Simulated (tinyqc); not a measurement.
Long-channel MOSFET, surface-potential model: one step of the calculation.

n-channel transistor on a uniformly doped p-type body, gradual-channel approximation, constant mobility, Boltzmann statistics, full ionisation. Potentials are counted from the neutral body; V is the electron quasi-Fermi potential, Vsb at the source and Vsb + Vds at the drain. Charges are magnitudes per area.

Question. Body potential, insulator capacitance and body factor. ni = sqrt(Nc Nv) exp(-Eg/(2 Vt)), Eg in volts; phiF = Vt ln(Na/ni); Cox = eps0 eox/tox; gamma = sqrt(2 q eps0 eps_r Na)/Cox. VT = Vfb + 2 phiF + gamma sqrt(2 phiF + Vsb), m = 1 + gamma/(2 sqrt(2 phiF + Vsb)).

Parameters, values chosen for the exercise; material values close to those of silicon:
- T = 300 K (temperature)
- Eg = 1.11 eV (band gap)
- eps_r = 11.7 (relative permittivity of the semiconductor)
- Nc = 2.8e19 cm^-3 (conduction-band density of states at T)
- Nv = 2.63e19 cm^-3 (valence-band density of states at T)
- Na = 4.7e17 cm^-3 (acceptor density of the body)
- eox = 24.9 (relative permittivity of the gate insulator)
- tox = 45 nm (insulator thickness)
- Vfb = -0.9 V (flat-band voltage)
- Vsb = 2 V (source-body reverse bias)

Constants: q = 1.602176634e-19 C, kB = 1.380649e-23 J/K, Vt = kB T/q, eps0 = 8.8541878128e-14 F/cm where lengths are in cm. Results are converted to the units shown.

Give: ni; phiF; Cox; gamma; VT; m.

Answer.

ni = 1.288e10 cm^-3
phiF = 0.4501 V
Cox = 0.4899 uF/cm^2
gamma = 0.8062 V^0.5
VT = 1.373 V
m = 1.237

tinyqc, about 0.04 s, one thread, Intel Xeon 2.30GHz (shared host): `OMP_NUM_THREADS=1 python tinyqc.py 2360006 2360007 out.jsonl`
